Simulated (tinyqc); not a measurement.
MOS inversion layer, Poisson-Schroedinger loop: course of the self-consistent loop.

Electrons confined at an insulator interface at z = 0, treated as a hard wall; parabolic valleys, Hartree approximation, no image or exchange terms. The depletion charge lies far deeper than the electrons and gives a uniform field q Nd/(eps0 eps_r); the gate balances all charge. Energies are counted from the band edge at the interface.

V0 = q Nd z/(eps0 eps_r) in eV.

Tridiagonal Hamiltonian with psi = 0 one step beyond both ends: H_ii = C (1/m_(i-1/2) + 1/m_(i+1/2))/hz^2 + V0_i + U_i, H_(i,i+1) = -C/(m_(i+1/2) hz^2), C = hbar^2/(2 m0). The lowest 2 level(s) are kept, normalised to hz sum |psi|^2 = 1. The mass is the same on all intervals.

Level k holds N_k = D_k Vt ln(1 + exp((EF - E_k)/Vt)) with D = md1 m0 q/(pi hbar^2) per eV (spin included); EF is fixed by sum N_k = Ns.

n_i = sum_k N_k |psi_k|^2 (converted to cm^-3). Hartree part by Gauss: on the interval before node i the electrons still beyond are S_i = Ns - hz sum_(j<i) n_j, and U_i = U_(i-1) + q S_i hz/(eps0 eps_r) in eV, U_0 = 0 at the interface. Mixing: U(new) = U + a (U(out) - U).

Start from U = 0. Stop when the largest |U(out) - U| is below 1e-7 eV, or after 120 rounds.

Values chosen for this exercise; masses and permittivity close to those of gallium nitride:

| symbol | value | unit | meaning |
|---|---|---|---|
| T | 300 | K | temperature |
| eps_r | 9.36 |  | relative permittivity |
| mz1 | 0.199 | m0 | mass along z of valley set A (1 valley(s)) |
| md1 | 0.197 | m0 | in-plane density-of-states mass of set A |
| Ns | 4.2e11 | cm^-2 | sheet density of electrons |
| Nd | 2.4e11 | cm^-2 | sheet density of depletion charge |
| hz | 1.7 | nm | mesh step |
| a | 0.7 |  | mixing factor |

Constants: q = 1.602176634e-19 C, kB = 1.380649e-23 J/K, hbar = 1.054571817e-34 J s, m0 = 9.1093837015e-31 kg, Vt = kB T/q, eps0 = 8.8541878128e-14 F/cm where lengths are in cm, hbar^2/(2 m0) = 0.0380998212 eV nm^2. Results are converted to the units shown.

z, node 1 to 15 (nm): 1.7  3.4  5.1  6.8  8.5  10.2  11.9  13.6  15.3  17  18.7  20.4  22.1  23.8  25.5

Course of the iteration:
```
round  level A1 (eV)     EF (eV)  largest |U(out) - U| (eV)
1          0.0371330  -0.0109543                     0.0512
2          0.0593541   0.0130155                    8.16e-3
3          0.0641998   0.0179043                    2.11e-3
4          0.0655076   0.0191978                    5.86e-4
5          0.0658778   0.0195619                    1.66e-4
6          0.0659845   0.0196668                    4.80e-5
7          0.0660156   0.0196974                    1.41e-5
8          0.0660246   0.0197063                    4.13e-6
9          0.0660273   0.0197090                    1.22e-6
10         0.0660281   0.0197097                    3.58e-7
11         0.0660283   0.0197100                    1.06e-7
12         0.0660284   0.0197100                    3.13e-8
```

Did this iteration meet its convergence test, and what does its course show?

Yes. Converged in 12 rounds. Towards the end the residual shrinks by a factor of about 0.30 a round.

Program tinyqc, `OMP_NUM_THREADS=1 python tinyqc.py 2160111 2160112 out.jsonl`; Intel Xeon 2.30GHz, shared host, one thread, about 0.5 s.
